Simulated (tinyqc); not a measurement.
Stress along the channel: six-band hole subbands of a thin body in a field.

Basis X, Y, Z times spin, hole energies counted downwards from the unstrained edge (the hydrostatic shift is left out), c = hbar^2/2m0. For a symmetric tensor T let C(T) have C_XX = L Txx + M (Tyy + Tzz), C_XY = N Txy (cyclic), L = c (g1 + 4 g2), M = c (g1 - 2 g2), N = 6 c g3. k = q + kz n, n the unit normal, q = k1 u + k2 v with u along the channel [1-10] and v = n x u. H = C(k k^T) + (Dso/3)(1 - L.sigma) - B + e F z with (L_k)_ij = -i epsilon_kij; B is the block C built from the traceless strain with 2b, -b and sqrt(3) d in place of L, M, N. Strain: exx = eyy = (s11 + s12) sx/2, ezz = s12 sx, exy = -s44 sx/4. Hard walls at z = 0 and t; basis sin(j pi z/t), j = 1 to Nz: kz^2 = (j pi/t)^2, kz = -i D with D_jl = 4 j l/(t (j^2 - l^2)), z_jj = t/2 and z_jl = -8 t j l/(pi (j^2 - l^2))^2 for j + l odd; 1 MV/cm = 0.01 eV/angstrom.

Nz = 14. E1 is the top subband at q = 0, gap the distance to the next pair, and the masses are c q^2/(E(q) - E1) at |q| = 0.02 1/angstrom (mean of the spin pair) along the channel [1-10] and across it in the plane; a dash marks a band that does not rise.

Constants: hbar^2/2m0 = 3.80998211 eV angstrom^2.

Values chosen for the exercise (near those of a p-type Si channel; not measured data): g1 = 4.27 (Luttinger gamma1); g2 = 0.34 (gamma2); g3 = 1.45 (gamma3); Dso = 0.045 eV (spin-orbit splitting); b = -2.09 eV (tetragonal potential); d = -4.85 eV (trigonal potential); S = (7.77, -2.1, 12.85) 1/TPa (compliances s11, s12, s44); face = 001 (surface); t = 70 angstrom (body thickness); F = 0 MV/cm (field across the body).

Each row has its own sx.

Results:
```
sx (GPa)  E1 (meV)  gap (meV)  m channel  m across
-3.0         -71.7       82.8      0.135     3.170
-2.0         -35.3       83.0      0.142     2.775
-1.0          -0.2       51.9      0.159     1.999
-0.5          15.9       27.4      0.184     1.348
0.0           27.5        9.1      0.459     0.459
0.5           23.7       15.4      3.132     0.239
1.0           15.3       22.4      2.609     0.269
```

Under 2 GPa of compression the channel mass goes from 0.459 to 0.142 m0, the mass across from 0.459 to 2.775; the gap to the next subband is 83, 9 and 22 meV at -2, 0 and +1 GPa. The lightest channel mass of the table, 0.135 m0, is at -3.0 GPa.

tinyqc: `OMP_NUM_THREADS=1 python tinyqc.py 1252016 1252017 out.jsonl`; about 0.3 s, one thread, shared Intel(R) Xeon(R) Processor @ 2.30GHz.
